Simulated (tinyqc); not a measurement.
# Metal-interlayer-semiconductor contact, depinning against tunnelling resistance: contact resistivity against the temperature

Zero bias, n-type semiconductor. Gap states at the semiconductor surface thin out as exp(-be ti), which unpins the barrier; electrons must then cross the interlayer (a rectangular barrier, no voltage drop across it) and the parabolic depleted layer, both by WKB. Energies E are counted from the Fermi level; no image force, parabolic bands.

Nc is given at 250 K and scales as (T/250 K)^1.5. S = 1/(1 + (1/S0 - 1) exp(-be ti)); phiB = S (phiM - chi) + (1 - S)(Eg - E0); xi = Ec - EF deep inside, from Nd = Nc F(-xi/Vt), F(x) = (2/sqrt(pi)) int_0^infinity sqrt(u) du/(1 + exp(u - x)); band bending U = phiB - xi; E00 = (hbar/2) sqrt(Nd/(eps0 eps_r mt m0)) in volts; A = 4 pi q mA m0 kB^2/h^3. With U = phiB - xi: for xi < E < phiB, y = (E - xi)/U and G1 = (U/E00) [sqrt(1 - y) - y ln((1 + sqrt(1 - y))/sqrt(y))], G1 = 0 above phiB; G2 = 2 ti sqrt(mi max(phiB + dE - E, 0)/C), C = hbar^2/(2 m0); f = 1/(1 + exp(E/Vt)); 1/rho_c = (A T^2/Vt^2) times the integral of exp(-G1 - G2) f over E from xi upwards. Shares under 0.001 % are printed as 0; rows without band bending are left out.

Inputs (values chosen for the exercise); semiconductor values close to those of silicon; interlayer mass of the order of that in hafnium oxide, offset chosen freely: band gap Eg = 1.09 eV; relative permittivity eps_r = 11.9; electron affinity chi = 4.05 eV; conduction-band density of states at the reference temperature Nc = 2.13e19 cm^-3; tunnelling mass in the semiconductor mt = 0.195 m0; Richardson mass mA = 2.05 m0; donor density Nd = 1.3e19 cm^-3; charge-neutrality level above the valence band E0 = 0.37 eV; pinning factor without interlayer S0 = 0.27; metal work function phiM = 4.42 eV; interlayer thickness ti = 1.6 nm; conduction-band offset of the interlayer above the semiconductor dE = 1.64 eV; tunnelling mass in the interlayer mi = 0.2 m0; decay constant of gap states through the interlayer be = 2.8 1/nm.

Constants: q = 1.602176634e-19 C, kB = 1.380649e-23 J/K, eps0 = 8.8541878128e-12 F/m, hbar = 1.054571817e-34 J s, h = 6.62607015e-34 J s, m0 = 9.1093837015e-31 kg, Vt = kB T/q, hbar^2/(2 m0) = 0.0380998212 eV nm^2. Results are converted to the units shown.

The same in every row: S = 0.970; phiB (eV) = 0.380.

Results:

| T (K) | E00/Vt | rho_c (ohm cm^2) | rho_c with G2 = 0 (ohm cm^2) | peak of the integrand (eV) | share above phiB (%) |
|---|---|---|---|---|---|
| 150 | 3.40 | 0.123 | 3.91e-6 | 0.00961 | 0 |
| 250 | 2.04 | 0.0453 | 1.66e-6 | 0.0495 | 0.00619 |
| 300 | 1.70 | 0.0256 | 1.02e-6 | 0.0802 | 0.0807 |
| 350 | 1.46 | 0.0143 | 6.23e-7 | 0.116 | 0.438 |
| 400 | 1.27 | 0.00817 | 3.86e-7 | 0.153 | 1.40 |
| 450 | 1.13 | 0.00480 | 2.45e-7 | 0.188 | 3.20 |
| 500 | 1.02 | 0.00293 | 1.61e-7 | 0.219 | 5.87 |

Estimate the missing row, T = 200 K.

Computed row:

| T (K) | E00/Vt | rho_c (ohm cm^2) | rho_c with G2 = 0 (ohm cm^2) | peak of the integrand (eV) | share above phiB (%) |
|---|---|---|---|---|---|
| 200 | 2.55 | 0.0773 | 2.62e-6 | 0.0260 | 0 |

With this row back in the table: As T goes from 150 to 500, phiB stays at 0.380 eV and rho_c falls from 0.123 to 0.00293 ohm cm^2. The apparent activation energy is 0.150 eV between the last two rows (from rho_c T against 1/T), against phiB = 0.380 eV for pure thermionic emission. The ratio of rho_c to its value with G2 = 0 runs from 31400 to 18300.

Range of the model: The depletion charge would drop about 0.12 V across such an interlayer (eps_r near 20) at ti = 1.6 nm and Nd = 1.3e19 cm^-3, against a band bending of 0.37 V; this model leaves that drop out.

tinyqc, about 0.04 s, one thread, Intel Xeon 2.30GHz (shared host): `OMP_NUM_THREADS=1 python tinyqc.py 2270135 2270136 out.jsonl`
